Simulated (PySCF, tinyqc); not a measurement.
RHF in the sto-3g basis, for H6, spin multiplicity 1, step by step. This run ends on a higher stationary point, not on the lowest solution. The lowest restricted solution is unstable here: a spin-polarised one lies 0.1655 hartree lower (PySCF). Computed by tinyqc, a small Python program that keeps every step (integrals from PySCF). Settings: charge = 0, multiplicity = 1, basis = sto-3g, energy threshold = 1e-08, iteration cap = 72, orthogonalisation = canonical, start = highest core orbitals, DIIS depth = 8, method = RHF. Command: `OMP_NUM_THREADS=1 python tinyqc.py 20623 20624 out.jsonl` (the two numbers bound the seeds that draw the settings). One thread of a shared host (Intel(R) Xeon(R) Processor @ 2.60GHz), about 0.07 s of CPU time with the checks.

Geometry (angstrom):
```
atom         x         y         z
H     0.000000  0.000000  0.000000
H     0.000000  0.000000  1.356000
H     0.000000  0.000000  2.318000
H     0.000000  0.000000  3.674000
H     0.000000  0.000000  4.635000
H     0.000000  0.000000  5.992000
```

Stop when the energy changes by less than 1e-08 hartree and every element of the error matrix X^T (F D S - S D F) X is below 3e-05.

Course of the cycle:
```
iteration  E (hartree)     change  largest element of the error matrix
1           0.25445269          -                             8.98e-02
2          -2.29615327  -2.55e+00                             7.08e-01
3          -2.28448888   1.17e-02                             7.17e-01
4          -2.25077501   3.37e-02                             7.42e-01
5          -2.27394237  -2.32e-02                             7.08e-01
6          -2.65502097  -3.81e-01                             2.20e-01
7          -2.66210544  -7.08e-03                             1.32e-01
8          -2.70421792  -4.21e-02                             2.63e-02
9          -2.70544998  -1.23e-03                             5.96e-03
10         -2.70550226  -5.23e-05                             3.34e-03
11         -2.70553382  -3.16e-05                             2.97e-04
12         -2.70553371   1.12e-07                             4.65e-04
13         -2.70553407  -3.60e-07                             6.25e-05
14         -2.70553407  -6.20e-09                             2.19e-05
```

Can the last value be used, and what does the course show?

No, though the log alone does not show it. Converged in 14 iterations. But the solution lies 0.19808 hartree above the reference: it is another stationary point, not the lowest restricted one. Reruns (cap 100 unless said): damping 0.5: converged in 37; level shift 0.5: converged in 31; atomic densities as start, DIIS 8: converged in 9. PySCF RHF in the same basis = -2.90361063 hartree.
